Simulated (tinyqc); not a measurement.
# Stress in a transistor channel from embedded alloy regions, liners and fins, by half-space elasticity, step by step

A worked calculation. Computed by tinyqc, a small Python program that keeps every step. Command: `OMP_NUM_THREADS=1 python tinyqc.py 3005484 3005485 out.jsonl stressor walk`. One thread of a shared host (Intel(R) Xeon(R) Processor @ 2.30GHz), about 0.01 s of CPU time with the checks. Intermediate numbers are printed to about 7 digits and carried at full precision; extremes and crossings named in words are read from the listed rows.

Plane strain in an isotropic half-space, the same constants everywhere; x along the channel from its centre, y downwards from the free surface; stress is positive in tension.

Inputs (values chosen for the exercise, modelled on silicon):

| quantity | value | unit |
|---|---|---|
| alloy fraction x | 0.44 | - |
| lattice change per unit x, beta | 0.0425 | - |
| Young's modulus E | 169 | GPa |
| Poisson ratio nu | 0.24 | - |
| channel length L | 104 | nm |
| length of each stressor S | 175 | nm |
| recess depth d | 15 | nm |
| depth of the field point y | 5.1 | nm |
| liner stress | -2.3 | GPa |
| liner thickness t | 45 | nm |
| length of a cut fin or stripe | 120 | nm |
| height of the strained layer h | 56 | nm |
| longitudinal piezoresistance coefficient | 73.8 | 1e-11/Pa |
| vertical piezoresistance coefficient | -1 | 1e-11/Pa |

Stressor: Si(1-x)Ge(x) source and drain.

## Misfit and the pressure on the side walls

Misfit e = beta x. A fully constrained inclusion holds the stress -p with p = E e/(1 - 2 nu); a blanket film would hold -E e/(1 - nu) in the plane.

misfit e = 0.0187

p = 6.0775 GPa

stress of a blanket film = -4.158289 GPa

Caution: at such misfit the regions may relax by dislocations, and linear elasticity is rough.

## Stress at the centre of the channel

A line element dA of misfit at (a, c) in the half-space gives, with C = E e/(2 pi (1 - nu)), X = x - a, r1^2 = X^2 + (y - c)^2, r2^2 = X^2 + Y^2, Y = y + c: s_xx = -C dA {[X^2 - (y - c)^2]/r1^4 + 3 [X^2 - Y^2]/r2^4 + 4 y Y (Y^2 - 3 X^2)/r2^6}, s_yy = C dA {[X^2 - (y - c)^2]/r1^4 - [X^2 - Y^2]/r2^4 + 4 y Y (Y^2 - 3 X^2)/r2^6}. These are integrated over two rectangles, L/2 < |a| < L/2 + S, 0 < c < d (closed form in a, 200 Gauss-Legendre points in c).

s_xx = -1075.101 MPa

s_yy = -11.49410 MPa

s_xx over the blanket-film stress = 0.2585441

The channel is compressed along its length; s_yy is 0.011 of s_xx in size and vanishes at the surface.

## Closed form at the surface

At x = y = 0 the integral is s_xx = -(4/pi) [E e/(1 - nu)] [arctan(2 d/L) - arctan(d/(L/2 + S))].

s_xx at the surface = -1137.546 MPa

For fixed L and S it is largest at d = sqrt((L/2)(L/2 + S)) = 108.6 nm; d is short of that.

## A stressed liner, as two edge forces

The liner over source and drain ends at the gate, x = -/+ L/2, and pulls there with the force per width F = (liner stress) t along the surface. A tangential line force gives s_xx = (2 F/pi) X^3/(X^2 + y^2)^2 at the distance X; two of them add at the centre, X = L/2. For L > 3.5 y the concentrated force is an upper bound.

edge force F = -103.5 N/m

s_xx from the liner = -2486.177 MPa

Caution: the real force is spread over several liner thicknesses, so for a channel this short the concentrated force clearly overstates the stress.

## Mobility change, linear estimate

d mu/mu = -(pi_L s_xx + pi_z s_yy) for the embedded regions alone; the stress across the width is left out.

mobility change = 79.33097 %

The vertical stress supplies -0.011 of these points. Caution: beyond a few hundred MPa bulk piezoresistance coefficients no longer describe an inversion layer well.

## Relaxation at the ends of a cut stripe

Shear-lag estimate for a stripe of length l and height h on a like substrate: the stress along it is s(x)/s_film = 1 - cosh(x/lam)/cosh(l/(2 lam)), lam = (pi/2) g h with g = 1.258; mean = 1 - (2 lam/l) tanh(l/(2 lam)).

transfer length lam = 110.6595 nm

share kept at the centre = 0.1309103

share kept on average = 0.08769669

Cutting has released much of the strain.

## Along the channel and with depth

The formulas are those given above.

Stress (MPa):

| 2x/L | s_xx at y | s_yy at y | s_xx at d/2 | s_xx at 1.5 d |
|---|---|---|---|---|
| 0.0 | -1075.101 | -11.49410 | -1031.712 | -658.5838 |
| 0.2 | -1114.723 | -13.53856 | -1063.182 | -647.6833 |
| 0.4 | -1241.574 | -20.96741 | -1158.908 | -606.9675 |
| 0.6 | -1471.558 | -35.95151 | -1309.189 | -519.3068 |
| 0.8 | -1738.907 | -3.74558 | -1436.460 | -376.6123 |

Near the surface s_xx changes by +62 % from the centre to 2x/L = 0.8. At the centre, s_xx at half the recess depth is 0.96 of its value at y, and below the recess 0.61. An element acts with the sign of X^2 - (y - c)^2, so its direct term reverses where the offset in depth exceeds the lateral distance, and the image terms that amplify the stress near the surface fade with depth.

## Shrinking the pitch

L and S are scaled together at fixed d, then S alone, then L alone.

S_xx at the centre (MPa):

| scale | L and S scaled | S alone | L alone |
|---|---|---|---|
| 0.35 | -1929.286 | -733.202 | -2489.254 |
| 0.50 | -1718.147 | -860.147 | -2013.919 |
| 0.70 | -1411.066 | -971.482 | -1532.905 |
| 1.00 | -1075.101 | -1075.101 | -1075.101 |
| 1.40 | -801.829 | -1156.800 | -731.791 |
| 2.00 | -574.889 | -1226.277 | -465.736 |
| 3.00 | -388.313 | -1286.030 | -265.393 |

Halving S alone keeps 0.80 of the stress, halving L alone gives 1.87, and halving both 1.60: a shorter channel brings the walls closer, a shorter stressor brings its far wall, which pulls the other way, closer too. Neighbouring devices are left out.

Checks made by the program: surface stress against its closed form; zero normal stress at the surface (relative difference below 1e-10).
